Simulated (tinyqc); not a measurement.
Trap density and cross-section from the conductance peak.

Inverse problem. For a continuum of interface traps on an n-type substrate Gp/w peaks at 2 pi f tau = 1.9803 with the height 0.40237 q Dit, and tau = 1/(sn vth Nd exp(psi/Vt)) with psi = ps. Find Dit, tau and sn.

Parameters, values chosen for the exercise:
- T = 300 K (temperature)
- Nd = 1.8e16 cm^-3 (donor density)
- ps = -0.28 V (band bending psi)
- vth = 2.3e7 cm/s (thermal velocity)

Constants: q = 1.602176634e-19 C, kB = 1.380649e-23 J/K, Vt = kB T/q. Results are converted to the units shown.

peak Gp/w = 2.8365384 nF/cm^2
frequency of the peak = 7484.3913 Hz

Solution. The height gives Dit, the position tau, and tau with the surface density gives sn.

Dit = 4.40e10 cm^-2 eV^-1
tau = 4.21e-5 s
sn = 2.90e-15 cm^2

Numbers from tinyqc (`OMP_NUM_THREADS=1 python tinyqc.py 2030133 2030134 out.jsonl`; about 0.02 s on one thread of a shared Intel Xeon 2.30GHz).
